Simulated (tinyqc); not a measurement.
# Electron mobility of a polar semiconductor by Rode's iterative solution of the Boltzmann equation, step by step

A worked calculation. Computed by tinyqc, a small Python program that keeps every step. Command: `OMP_NUM_THREADS=1 python tinyqc.py 3017574 3017575 out.jsonl rode walk`. One thread of a shared host (Intel(R) Xeon(R) Processor @ 2.30GHz), about 0.01 s of CPU time with the checks. Intermediate numbers are printed to about 5 digits and carried at full precision; extremes and crossings named in words are read from the listed rows.

The distribution is f(E) + e F l(E) (-df/dE) cos(theta) for a weak field F, theta counted from the force; l(E) is a mean free path. Elastic processes enter by their momentum rate, polar optical phonons by out- and in-scattering terms. One valley only: where upper valleys lie close, measured mobilities are lower. The density n is prescribed, even where a narrow-gap material would have more intrinsic carriers.

Inputs (values chosen for the exercise, for a model polar semiconductor):
```
quantity,value,unit
effective mass m,0.12,m_0
static permittivity eps_s,10.3,-
high-frequency permittivity eps_inf,7.06,-
density rho,3010,kg/m^3
sound velocity v_l,3850,m/s
acoustic deformation potential D_A,4.3,eV
optical phonon energy hbar w,79.8,meV
piezoelectric coupling K,0.067,-
electron density n,2.5e+16,1/cm^3
compensation ratio C,0,-
temperature T,300,K
grid points per phonon energy s,6,-
iteration cap,200,-
```

Band: parabolic. Elastic processes: acoustic, piezoelectric, impurity.

Constants: k_B = 8.617333262e-05 eV/K; m_0 = 9.1093837015e-31 kg; e = 1.602176634e-19 C; hbar = 1.054571817e-34 J s; eps_0 = 8.8541878128e-12 F/m; k_B = 1.380649e-23 J/K; hbar = 6.582119569e-16 eV s.

## Fermi level and screening

Parabolic band: E = hbar^2 k^2/(2 m), speed v = hbar k/m, states per spin, volume and energy g(E) = m k/(2 pi^2 hbar^2). Masses are multiplied by m_0 and all formulas are in SI units. The reduced Fermi level eta = E_F/(k_B T) solves n = 2 Z int g f dE with f = 1/(1 + exp(x - eta)) (Z = 1 unless valleys are given); screening length L_s = sqrt(eps_s eps_0 k_B T/(e^2 dn/deta)), dn/deta = 2 Z int g f (1 - f) dE. Integrals over x = E/(k_B T) use 160 Gauss-Legendre points in u = sqrt(x) from 0 to sqrt(max(eta, 0) + 32). N_I = n (1 + C)/(1 - C).

reduced Fermi level eta = -3.7226

screening length L_s = 24.364 nm

ionised impurity density N_I = 2.50e+16 1/cm^3

## Rates on one ladder of the grid

Phonon occupation N_q = 1/(exp(hbar w/(k_B T)) - 1). Acoustic deformation potential (elastic, equipartition, absorption and emission together): 1/tau = 2 pi k_B T D_A^2 g(E)/(hbar rho v_l^2). Piezoelectric (elastic, unscreened, momentum relaxation): 1/tau = e^2 K^2 k_B T m (1 + 2 alpha E)/(2 pi eps_s eps_0 hbar^3 k), with alpha = 0 for a parabolic band. Singly charged impurities, momentum relaxation: 1/tau = N_I e^4 m (1 + 2 alpha E) Phi/(8 pi (eps_s eps_0)^2 hbar^3 k^3), with alpha = 0 for a parabolic band. Brooks-Herring: Phi = ln(1 + b) - b/(1 + b), b = 4 k^2 L_s^2. Polar optical, unscreened: W = e^2 w (1/eps_inf - 1/eps_s) m (1 + 2 alpha E') ln|(k + k')/(k - k')| / (4 pi eps_0 hbar^2 k), times N_q for absorption (E' = E + hbar w) and N_q + 1 for emission (E' = E - hbar w > 0), with alpha = 0 for a parabolic band; mean cosine of the angle <cos> = (k^2 + k'^2)/(2 k k') - 1/ln|(k + k')/(k - k')|. Energy grid E_j = (j + 1/2) hbar w/s, j = 0, 1, ..., up to (max(eta, 0) + 18) k_B T, so that E_j +/- hbar w are grid points; l = 0 beyond the grid; integrals are sums times the spacing. With f' = f(E'): out-scattering S_o = sum over absorption and emission of W (1 - f')/(1 - f); nu = sum of elastic rates; the in-scattering weights are c+ = W_abs <cos> (1 - f')/(1 - f) for E' = E + hbar w and c- likewise for emission.

Points j = s/2, s/2 + s, ... (the first seven rungs, or as many as the grid holds), rates in 1e12/s:
```
E (meV),v (m/s),nu,S_o,c+,c-
46.55,3.6940e+05,1.3390,2.163,0.9023,0.000
126.35,6.0859e+05,1.1190,30.500,1.0859,11.907
206.15,7.7737e+05,1.2388,35.355,1.1193,18.617
285.95,9.1555e+05,1.3797,35.611,1.1178,20.819
365.75,1.0354e+06,1.5165,35.002,1.1052,21.653
445.55,1.1428e+06,1.6456,34.190,1.0886,21.936
```

Points one phonon energy apart are coupled only to each other, so the grid falls into s independent ladders.

## The first two iterations on one ladder of the grid

Iteration: l_new(E) = [v(E) + c+ l(E + hbar w) + c- l(E - hbar w)]/(nu + S_o), from l = 0.

l after iteration 1 (nm): [105.48, 19.25, 21.24, 24.75, 28.35, 31.89]

l after iteration 2 (all rungs but the last shown) (nm): [110.44, 59.70, 31.79, 37.56, 43.99]

In-scattering lengthens l on the lowest rung by 4.7 % and on the second by 210.2 % in this step.

## The whole iteration

mu = e sum g v l f (1 - f) / (3 k_B T sum g f) over the grid; stop when mu changes by less than 1e-8 of itself.

Course of the iteration:
```
iteration,mu (cm^2/(V s)),relative change
1,2865.4,1.0000e+00
2,3144.9,8.8868e-02
3,3418.1,7.9920e-02
4,3447.8,8.6287e-03
5,3481.1,9.5676e-03
6,3484.7,1.0205e-03
7,3489.0,1.2462e-03
...,...,...
12,3490.2,2.3671e-06
13,3490.2,3.3335e-06
14,3490.2,3.3185e-07
15,3490.2,4.7969e-07
16,3490.2,4.7334e-08
17,3490.2,6.9839e-08
18,3490.2,6.8437e-09
```

mobility mu = 3490.2 cm^2/(V s)

iterations = 18

Converged in 18 iterations; mu rises at every step, from 2865 to 3490, since each step returns more of the forward-scattered current.

## Approximations against the iterative solution

Self-energy RTA: l = v/(nu + S_o), the first iteration. Momentum RTA: l = v/(nu + S_o - c+ v(E + hbar w)/v - c- v(E - hbar w)/v), listed only where the denominator is positive on the whole grid. The polar-only value solves the same system with nu = 0; the elastic value takes l = v/nu.

Mobilities:
```
method,mu (cm^2/(V s)),deviation (%)
iterative solution,3490,0.00
self-energy RTA,2865,-17.90
momentum RTA,4787,37.17
"polar phonons alone, exact",6406,83.54
elastic processes alone,10460,199.69
Matthiessen's rule on the last two,3973,13.83
```

self-energy RTA mobility = 2865.4 cm^2/(V s)

polar-phonon mobility = 6405.8 cm^2/(V s)

elastic mobility = 10460 cm^2/(V s)

error of the self-energy RTA = -17.902 %

The self-energy RTA is 17.9 % low: it counts every polar event as a full loss of current. Here hbar w/k_B T = 3.09. Matthiessen's rule is 13.8 % high. The momentum RTA deviates by +37.2 %.

Checks made by the program: iterated mobility against a direct solution of the banded linear system (relative difference 1e-08).
